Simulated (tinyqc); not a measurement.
Inside a calculation. Method: lattice vibrations of a chain. One step of it, computed by the program tinyqc.

Question. Dynamical matrix at q = 0.09. q is in units of 2 pi/a. A spring k from atom i to atom j, n cells on, adds k to Phi_ii and Phi_jj, -k exp(2 pi i q n) to Phi_ij and the conjugate to Phi_ji (for one atom a cell: 2k (1 - cos 2 pi q n)); D_ij = Phi_ij / sqrt(m_i m_j).

A chain moving along its axis:
```
atom,mass (u),spring to the next atom (eV/angstrom^2)
1,9.900000,13.600000
2,108.800000,12.700000
3,85.200000,4.800000
4,67.200000,9.900000
```

Give: D(q).

Answer.

D(q) (eV/(angstrom^2 u)), lower triangle (Hermitian):
```
,1,2,3,4
1,2.3737
2,-0.4144,0.2417
3,0.0000,-0.1319,0.2054
4,-0.3241-0.2057i,0.0000,-0.0634,0.2188
```
